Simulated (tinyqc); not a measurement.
Inside a calculation. Method: Rayleigh-quotient iteration on a symmetric matrix. Computed by tinyqc, a small Python program that keeps every step. Settings: method = rayleigh, shift = 1.96. Command: `OMP_NUM_THREADS=1 python tinyqc.py 29172 29173 out.jsonl` (the two numbers bound the seeds that draw the settings). One thread of a shared host (Intel(R) Xeon(R) Processor @ 2.60GHz), about 0.01 s of CPU time with the checks.

## Step 1

A:
```
[[0.947000, -0.636000, 0.057000, -0.371000],
 [-0.636000, 2.677000, 0.557000, -0.613000],
 [0.057000, 0.557000, 3.463000, -1.429000],
 [-0.371000, -0.613000, -1.429000, 4.048000]]
```

vector v at the start: [0.500000, 0.500000, 0.500000, 0.500000]

shift = 1.960000

solve (A - shift) w = v; v' = w/|w| with its largest component positive (the first on a tie); lambda = v'^T A v'; the next shift is lambda.

vector after step 1: [-0.381978, -0.069320, 0.740868, 0.548090]

Rayleigh quotient after step 1 = 2.186100

## Step 2

As before.

vector after step 2: [-0.000811, -0.197912, 0.793439, 0.575573]

Rayleigh quotient after step 2 = 2.285608

## Course of the iteration

Stop when the residual |A v - lambda v| is below 1e-9.

Steps:
```
step      lambda  residual
1     2.18610048  4.90e-01
2     2.28560807  4.32e-02
3     2.28471478  5.63e-05
4     2.28471478  7.11e-13
```

all eigenvalues, for comparison: [0.648808, 2.284715, 2.737707, 5.463770]

Converged in 4 steps.
